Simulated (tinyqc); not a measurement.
MOSFET in saturation, small-signal circuit and noise: two steps of the calculation.

Bias by the inversion coefficient IC = I/Ispec (charge-based model with velocity saturation; weak inversion below 0.1, strong above 10). Common-source circuit: gm, gds, Cgs, Cgd and Cj at the inner nodes, Rg in series with the gate; quasi-static, no source or drain resistance, no gate-body capacitance, no substrate network, no induced gate noise, so fmax is an upper estimate.

Parameters, values chosen for the exercise: gate length L = 65 nm; total gate width W = 10 um; gate capacitance Cox = 2.01 uF/cm^2; overlap and fringe capacitance per side Cov = 0.43 fF/um; drain junction capacitance Cj = 0.76 fF/um; sheet resistance of the gate Rsh = 5 ohm; finger width Wf = 2 um; gate contact and vertical resistance Rc = 200 ohm um; inversion coefficient IC = 17; signal frequency f = 2 GHz.

Problem 1. Capacitances, gate resistance and cut-off frequencies. qs = [sqrt(1 + 4 IC) - 1]/2, Cgs = Cox W L qs (2 qs + 3)/(3 (qs + 1)^2) + Cov W, Cgd = Cov W, Cd = Cj W, Rg = Rsh (Wf/L)/(12 Nf) + Rc/W with Nf = W/Wf fingers (not rounded) contacted at both ends. fT = gm/(2 pi (Cgs + Cgd)), fmax = fT/(2 sqrt(Rg (gds + 2 pi fT Cgd))).

gm = 10.291047 mS
gds = 0.91590319 mS

Find: Cgs; Cgd; Cd; Rg; fT; fmax.

Solution 1.

Cgs = 11.87 fF
Cgd = 4.300 fF
Cd = 7.600 fF
Rg = 22.56 ohm
fT = 101.3 GHz
fmax = 176.4 GHz

Overlap and fringe make up 53.2 % of the gate capacitance; fmax is 1.74 times fT.

Problem 2. Admittance matrix. Inner admittances at w = 2 pi f: y11 = i w (Cgs + Cgd), y12 = -i w Cgd, y21 = gm - i w Cgd, y22 = gds + i w (Cgd + Cd). Invert to Z, add Rg to Z11 and invert back to Y.

gm = 10.291047 mS
gds = 0.91590319 mS
Cgs = 11.872983 fF
Cgd = 4.3 fF
Cd = 7.6 fF
Rg = 22.564103 ohm

Find: inner y; Y with Rg.

Solution 2.

inner y (mS):
```
             1           2
1   0.00+0.20i  0.00-0.05i
2  10.29-0.05i  0.92+0.15i
```

Y with Rg (mS):
```
             1           2
1   0.00+0.20i  0.00-0.05i
2  10.29-0.10i  0.92+0.16i
```

Program tinyqc, `OMP_NUM_THREADS=1 python tinyqc.py 2150033 2150034 out.jsonl`; Intel Xeon 2.30GHz, shared host, one thread, about 0.01 s.
